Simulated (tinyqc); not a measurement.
From one set of inputs to another, one input at a time: phonon transmission through an interface between two chains by Green functions. Computed by tinyqc, a small Python program. Command: `OMP_NUM_THREADS=1 python tinyqc.py 3017776 3017777 out.jsonl agf ladder`. One thread of a shared host (Intel(R) Xeon(R) Processor @ 2.30GHz), about 0.02 s of CPU time with the checks.

Two semi-infinite chains (masses m_1, m_2; springs k_1, k_2), motion along the chain. The central region holds the end atom of each chain, joined by springs k_b. lambda = omega^2 in eV/(angstrom^2 u); nu = 15.6333042 THz x sqrt(lambda).

The inputs printed are set A. Inputs not listed in the table keep their values of set A, so the rows need not describe a real material.

Inputs (values chosen for the exercise, for two model chains):

| quantity | value | unit |
|---|---|---|
| mass m_1 | 36 | u |
| spring k_1 | 2.21 | eV/angstrom^2 |
| mass m_2 | 176 | u |
| spring k_2 | 3.07 | eV/angstrom^2 |
| junction spring k_b | 2.47 | eV/angstrom^2 |
| probe frequency / lower band top | 0.61 | - |
| temperature T | 200 | K |

Atoms in the interlayer: none.

Constants: nu for 1 eV/(angstrom^2 u) = 15.6333042 THz; h x 1 THz = 4.135667696 meV; k_B = 8.617333262e-05 eV/K; k_B = 1.380649e-23 J/K; h = 6.62607015e-34 J s.

Method:
- nu_max = 15.6333042 THz x 2 sqrt(k/m); impedance Z = sqrt(k m); long-wave transmission 4 Z_1 Z_2/(Z_1 + Z_2)^2; the probe frequency is the given share of the lower band top.
- In chain i, sin(q_i a/2) = nu/nu_max,i. An outgoing wave makes the next atom move as exp(i q_i a) times the end atom, so the lead adds the self-energy Sigma_i = -k_i exp(i q_i a) to the force-constant matrix; Gamma_i = -2 Im Sigma_i = 2 k_i sin(q_i a).
- A = lambda M - K - Sigma over the central atoms, with K_ii the sum of the springs at i, K_(i,i+1) = -k_b; G = inverse of A; transmission = Gamma_1 Gamma_2 |G_(first,last)|^2.
- Landauer conductance G = k_B int tau(nu) x^2 e^x/(e^x - 1)^2 d nu, x = h nu/(k_B T), from 0 to the lower band top (240 Gauss-Legendre points in s from 0 to 1, nu = nu_top sin(pi s/2)); tau is the transmission, and its thermal mean is G over the value for tau = 1 in the same window; the quantum is g_0 = pi^2 k_B^2 T/(3 h).

Each row keeps all changes above it:

| input moved | from | to | conductance G (pW/K) | long-wave transmission | transmission |
|---|---|---|---|---|---|
| set A | - | - | 39.54 | 0.80164 | 0.73619 |
| mass m_2 (u) | 176 | 45.6 | 95.74 | 0.98031 | 0.98276 |
| spring k_1 (eV/angstrom^2) | 2.21 | 6.49 | 85.84 | 0.98378 | 0.85465 |
| mass m_1 (u) | 36 | 18.1 | 88.24 | 0.99808 | 0.88129 |
| spring k_2 (eV/angstrom^2) | 3.07 | 12 | 75.99 | 0.86550 | 0.23826 |
| junction spring k_b (eV/angstrom^2) | 2.47 | 8.15 | 132.65 | 0.86550 | 0.84119 |

Where does the difference come from?

Conductance G goes from 39.5 to 133, a factor 3.35 in all. The largest single move comes from mass m_2 (a factor 2.42), and spring k_2 works against it (a factor 0.861). Long-wave transmission goes from 0.802 to 0.865, a factor 1.08 in all. The largest single move comes from mass m_2 (a factor 1.22), and spring k_2 works against it (a factor 0.867). Transmission goes from 0.736 to 0.841, a factor 1.14 in all. The largest single move comes from spring k_2 (a factor 0.270), but it runs against the net change; the largest move in the direction of the net change is junction spring k_b (a factor 3.53). The single moves hold for this order of the switches; the total does not depend on the order.

Extremes, crossings and ranges named in words are read from the listed rows.
